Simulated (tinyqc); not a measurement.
When U turns negative: defect-molecule model of a vacancy with Jahn-Teller distortion.

Four dangling hybrids a, b, c, d point into the vacancy: H_ii = E0, and -gm between any two. A tetragonal distortion Q pairs a with b and c with d: those two couplings become -gm - I Q and the other four -gm + I Q/2, at an elastic cost k Q^2/2. The a1 level holds two electrons; charge states 2+, + and 0 put n = 0, 1, 2 more into the lowest level of t2 origin. Energy from the 2+ state at Q = 0, with the Fermi level mu counted from Ev: W_n(Q) = n (et - 2 I Q) + k Q^2/2 + Uc n (n - 1)/2 - n mu. et = E0 + gm is the undistorted t2 level.

Parameters, chosen for this exercise (of the size used for the vacancy in silicon; not measured data):

| symbol | value | unit | meaning |
|---|---|---|---|
| E0 | -0.23 | eV | level of a dangling hybrid, from Ev |
| gm | 0.41 | eV | coupling between two dangling hybrids |
| I | 1.07 | eV/angstrom | Jahn-Teller coupling |
| Uc | 0.29 | eV | repulsion of two electrons in one orbital |

The force constant is varied. E_JT = 2 I^2/k, E(2+/+) = et - E_JT, E(+/0) = et - 3 E_JT + Uc, U_eff = Uc - 2 E_JT.

Against k:

| k (eV/angstrom^2) | E_JT (eV) | (2+/+) (eV) | (+/0) (eV) | U_eff (eV) | Q of the neutral state (angstrom) |
|---|---|---|---|---|---|
| 8 | 0.2862 | -0.1062 | -0.3887 | -0.2824 | 0.5350 |
| 12 | 0.1908 | -0.0108 | -0.1024 | -0.0916 | 0.3567 |
| 16 | 0.1431 | 0.0369 | 0.0407 | 0.0038 | 0.2675 |
| 24 | 0.0954 | 0.0846 | 0.1838 | 0.0992 | 0.1783 |
| 32 | 0.0716 | 0.1084 | 0.2553 | 0.1469 | 0.1338 |
| 48 | 0.0477 | 0.1323 | 0.3269 | 0.1946 | 0.0892 |
| 64 | 0.0358 | 0.1442 | 0.3627 | 0.2184 | 0.0669 |
| 96 | 0.0239 | 0.1561 | 0.3984 | 0.2423 | 0.0446 |

k at which U_eff = 0 = 15.79 eV/angstrom^2

What can be read from this table?

Levels below 0 lie in the valence band. U_eff is negative for k below 4 I^2/Uc = 15.8: 2 of the 8 rows. The gain grows as n^2, so the second electron wins 3 E_JT where the first wins E_JT. For a stiff lattice the levels tend to et = 0.180 and et + Uc = 0.470 eV. Distortions above about 0.5 angstrom (1 of the rows) are beyond a linear coupling.

(tinyqc, `OMP_NUM_THREADS=1 python tinyqc.py 1482381 1482382 out.jsonl`, Intel(R) Xeon(R) Processor @ 2.30GHz, 1 thread, shared host, about 0.01 s.)
